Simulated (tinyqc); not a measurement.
From results back to parameters: defect, radiative and Auger recombination at equal electron and hole densities (ABC model). Three cases, with inputs chosen for the exercise.

Problem. The peak efficiency, the current at the peak and the differential lifetime there, tau_p = 1/(Ae + 2 B n_p + 3 C n_p^2), are given; Ae, B and C are hidden. n_p = sqrt(Ae/C), Q = B/sqrt(Ae C), IQE_max = Q/(Q + 2).

J/(e d) = Ae n + B n^2 + C n^3 with Ae = A + 4 S/w (four side walls, carriers spread evenly), e = 1.602176634e-19 C, lengths in cm; internal efficiency IQE = B n^2/(Ae n + B n^2 + C n^3); all injected carriers recombine in the layer.

Case 1.

Values chosen (out of a larger set: orders of magnitude like those quoted for GaN; not measured data): d = 5.3 nm (active thickness).

IQE_max = 0.350675
J at the peak = 29.0578 A/cm^2
tau_p = 13.5276 ns

Case 2.

Values chosen (out of a larger set: orders of magnitude like those quoted for Si; not measured data): d = 190000 nm (active thickness).

IQE_max = 0.0166009
J at the peak = 61.7728 A/cm^2
tau_p = 5838.40 ns

Case 3.

Values chosen (out of a larger set: orders of magnitude like those quoted for InP; not measured data): d = 160 nm (active thickness).

IQE_max = 0.971485
J at the peak = 2466.81 A/cm^2
tau_p = 1.58868 ns

Find: Q; Ae; n_p; B; C.

Solution. Q = 2 IQE/(1 - IQE). At the peak B n = Q Ae and C n^2 = Ae, so 1/tau_p = Ae (4 + 2Q) and J = e d Ae n_p (2 + Q); B and C follow.

Case 1.

Q = 1.08
Ae = 1.20e+07 1/s
n_p = 9.26e+18 1/cm^3
B = 1.4e-12 cm^3/s
C = 1.4e-31 cm^6/s

Case 2.

Q = 0.0338
Ae = 4.21e+04 1/s
n_p = 2.37e+17 1/cm^3
B = 6.0e-15 cm^3/s
C = 7.5e-31 cm^6/s

Case 3.

Q = 68.1
Ae = 4.49e+06 1/s
n_p = 3.06e+18 1/cm^3
B = 1.0e-10 cm^3/s
C = 4.8e-31 cm^6/s

Computed by tinyqc, one run a case: `OMP_NUM_THREADS=1 python tinyqc.py N N+1 out.jsonl` with N = 1682371, 1682409, 1682531; one thread of a shared Intel(R) Xeon(R) Processor @ 2.30GHz, about 0.01 s a run at most.
